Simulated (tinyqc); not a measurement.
Propagation of a band-gap error through k.p and effective-mass formulas: one step. Binding energies and densities for both gaps. Five cases, with inputs chosen for the exercise.

Task: Use the values of the table.

Donor: R = Ry me/e0^2, a_B = a0 e0/me, Mott density (0.26/a_B)^3. Nc, Nv = 2 (m kT/(4 pi c))^(3/2), c = hbar^2/2m0, ni = sqrt(Nc Nv) exp(-E/2kT). Exciton: Ry mu/e0^2 with 1/mu = 1/me + g1(E). 1 angstrom^-3 = 1e24 cm^-3.

Constants: Ry = 13.60569312 eV; a0 (Bohr radius) = 0.5291772105 angstrom; kB = 8.617333262e-05 eV/K; hbar^2/2m0 = 3.80998211 eV angstrom^2.

Give: a table of quantity, at Eg, at Eg2, ratio.

Case 1.

Values chosen (reference values near those of CdTe, gap at low temperature; the results hold for these values, not for the real material):
- mh = 0.5 m0 (density-of-states mass of the holes)
- T = 300 K (temperature)
- Eg = 1.593 eV (gap at Gamma to the s-like level)
- Eg2 = 3.313 eV (a wrong gap, of the size a hybrid with far too much exact exchange can give)

Band values at the two gaps:

| quantity | at Eg | at Eg2 | ratio |
|---|---|---|---|
| me | 0.0885076 | 0.160443 | 1.81276 |
| g* | -0.880777 | 1.17660 | - |
| g1 | 5.29000 | 3.25852 | 0.61598 |
| g2 | 1.70000 | 0.684262 | 0.40251 |
| light hole | 0.115075 | 0.216120 | 1.87809 |
| heavy hole | 0.529101 | 0.529101 | 1.00000 |
| ei | 7.28000 | 4.53933 | 0.62353 |
| e0 | 10.3000 | 7.55933 | 0.73392 |

Result:

Results:

| quantity | at Eg | at Eg2 | ratio |
|---|---|---|---|
| R (meV) | 11.35 | 38.20 | 3.37 |
| a_B (angstrom) | 61.58 | 24.93 | 0.405 |
| Mott density (cm^-3) | 7.526e+16 | 1.134e+18 | 15.1 |
| Nc (cm^-3) | 6.608e+17 | 1.613e+18 | 2.44 |
| ni (cm^-3) | 1.008e+05 | 5.621e-10 | 5.58e-15 |
| exciton (meV) | 7.731 | 25.09 | 3.24 |

Power laws carry the error on: the donor energy (me/e0^2) by a factor of 3.37, the Mott density (cube of me/e0) by 15.1. ni, with its exponential, changes by a factor of 5.58e-15, that is 14.3 decades.

Case 2.

Values chosen (reference values near those of InP, gap at low temperature; the results hold for these values, not for the real material):
- mh = 0.64 m0 (density-of-states mass of the holes)
- T = 77 K (temperature)
- Eg = 1.411 eV (gap at Gamma to the s-like level)
- Eg2 = 2.836 eV (a wrong gap, of the size a hybrid with far too much exact exchange can give)

Band values at the two gaps:

| quantity | at Eg | at Eg2 | ratio |
|---|---|---|---|
| me | 0.0643901 | 0.120275 | 1.86792 |
| g* | 1.29455 | 1.81890 | - |
| g1 | 5.09000 | 2.59724 | 0.51026 |
| g2 | 1.60000 | 0.353622 | 0.22101 |
| light hole | 0.120627 | 0.302619 | 2.50871 |
| heavy hole | 0.529101 | 0.529101 | 1.00000 |
| ei | 9.48000 | 6.26700 | 0.66108 |
| e0 | 12.4000 | 9.18700 | 0.74089 |

Result:

Results:

| quantity | at Eg | at Eg2 | ratio |
|---|---|---|---|
| R (meV) | 5.698 | 19.39 | 3.40 |
| a_B (angstrom) | 101.9 | 40.42 | 0.397 |
| Mott density (cm^-3) | 1.661e+16 | 2.662e+17 | 16.0 |
| Nc (cm^-3) | 5.332e+16 | 1.361e+17 | 2.55 |
| ni (cm^-3) | 1.989e-29 | 7.378e-76 | 3.71e-47 |
| exciton (meV) | 4.291 | 14.77 | 3.44 |

Power laws carry the error on: the donor energy (me/e0^2) by a factor of 3.40, the Mott density (cube of me/e0) by 16.0. ni, with its exponential, changes by a factor of 3.71e-47, that is 46.4 decades.

Case 3.

Values chosen (reference values near those of InAs, gap at low temperature; the results hold for these values, not for the real material):
- mh = 0.37 m0 (density-of-states mass of the holes)
- T = 300 K (temperature)
- Eg = 0.416 eV (gap at Gamma to the s-like level)
- Eg2 = 0.944 eV (a wrong gap, of the size a hybrid with far too much exact exchange can give)

Band values at the two gaps:

| quantity | at Eg | at Eg2 | ratio |
|---|---|---|---|
| me | 0.0225775 | 0.0464342 | 2.05666 |
| g* | -14.7815 | -2.47911 | - |
| g1 | 20.0600 | 10.4242 | 0.51965 |
| g2 | 8.53000 | 3.71212 | 0.43518 |
| light hole | 0.0269397 | 0.0560272 | 2.07973 |
| heavy hole | 0.333333 | 0.333333 | 1.00000 |
| ei | 12.0600 | 9.85080 | 0.81682 |
| e0 | 15.3100 | 13.1008 | 0.85570 |

Result:

Results:

| quantity | at Eg | at Eg2 | ratio |
|---|---|---|---|
| R (meV) | 1.311 | 3.681 | 2.81 |
| a_B (angstrom) | 358.8 | 149.3 | 0.416 |
| Mott density (cm^-3) | 3.804e+14 | 5.281e+15 | 13.9 |
| Nc (cm^-3) | 8.513e+16 | 2.511e+17 | 2.95 |
| ni (cm^-3) | 2.222e+14 | 1.402e+10 | 6.31e-05 |
| exciton (meV) | 0.9020 | 2.480 | 2.75 |

Power laws carry the error on: the donor energy (me/e0^2) by a factor of 2.81, the Mott density (cube of me/e0) by 13.9. ni, with its exponential, changes by a factor of 6.31e-05, that is 4.2 decades.

Case 4.

Values chosen (reference values near those of InSb, gap at low temperature; the results hold for these values, not for the real material):
- mh = 0.47 m0 (density-of-states mass of the holes)
- T = 77 K (temperature)
- Eg = 0.235 eV (gap at Gamma to the s-like level)
- Eg2 = 0.143 eV (a wrong gap)

Band values at the two gaps:

| quantity | at Eg | at Eg2 | ratio |
|---|---|---|---|
| me | 0.0136599 | 0.00864343 | 0.63276 |
| g* | -48.4800 | -88.8902 | - |
| g1 | 34.6700 | 55.5677 | 1.60276 |
| g2 | 15.4400 | 25.8888 | 1.67674 |
| light hole | 0.0152555 | 0.00931573 | 0.61065 |
| heavy hole | 0.263852 | 0.263852 | 1.00000 |
| ei | 15.8300 | 16.5853 | 1.04772 |
| e0 | 17.1100 | 17.8653 | 1.04415 |

Result:

Results:

| quantity | at Eg | at Eg2 | ratio |
|---|---|---|---|
| R (meV) | 0.6348 | 0.3685 | 0.580 |
| a_B (angstrom) | 662.8 | 1094 | 1.65 |
| Mott density (cm^-3) | 6.035e+13 | 1.343e+13 | 0.223 |
| Nc (cm^-3) | 5.210e+15 | 2.622e+15 | 0.503 |
| ni (cm^-3) | 1.509e+09 | 1.098e+12 | 727 |
| exciton (meV) | 0.4308 | 0.2489 | 0.578 |

Power laws carry the error on: the donor energy (me/e0^2) by a factor of 0.580, the Mott density (cube of me/e0) by 0.223. ni, with its exponential, changes by a factor of 727, that is 2.9 decades.

Case 5.

Values chosen (reference values near those of GaSb, gap at low temperature; the results hold for these values, not for the real material):
- mh = 0.41 m0 (density-of-states mass of the holes)
- T = 300 K (temperature)
- Eg = 0.823 eV (gap at Gamma to the s-like level)
- Eg2 = 0.741 eV (a wrong gap, of the size a hybrid functional can give)

Band values at the two gaps:

| quantity | at Eg | at Eg2 | ratio |
|---|---|---|---|
| me | 0.0343642 | 0.0313625 | 0.91265 |
| g* | -8.62862 | -10.4536 | - |
| g1 | 13.4400 | 14.6726 | 1.09171 |
| g2 | 4.68000 | 5.29628 | 1.13168 |
| light hole | 0.0438596 | 0.0395803 | 0.90243 |
| heavy hole | 0.245098 | 0.245098 | 1.00000 |
| ei | 14.6100 | 15.1754 | 1.03870 |
| e0 | 15.5900 | 16.1554 | 1.03627 |

Result:

Results:

| quantity | at Eg | at Eg2 | ratio |
|---|---|---|---|
| R (meV) | 1.924 | 1.635 | 0.850 |
| a_B (angstrom) | 240.1 | 272.6 | 1.14 |
| Mott density (cm^-3) | 1.270e+15 | 8.677e+14 | 0.683 |
| Nc (cm^-3) | 1.599e+17 | 1.394e+17 | 0.872 |
| ni (cm^-3) | 1.254e+11 | 5.719e+11 | 4.56 |
| exciton (meV) | 1.316 | 1.120 | 0.851 |

Power laws carry the error on: the donor energy (me/e0^2) by a factor of 0.850, the Mott density (cube of me/e0) by 0.683. ni, with its exponential, changes by a factor of 4.56, that is 0.7 decades.

Computed by tinyqc, one run a case: `OMP_NUM_THREADS=1 python tinyqc.py N N+1 out.jsonl` with N = 1850216, 1850480, 1850649, 1850669, 1850754; one thread of a shared Intel(R) Xeon(R) Processor @ 2.30GHz, about 0.01 s a run at most.
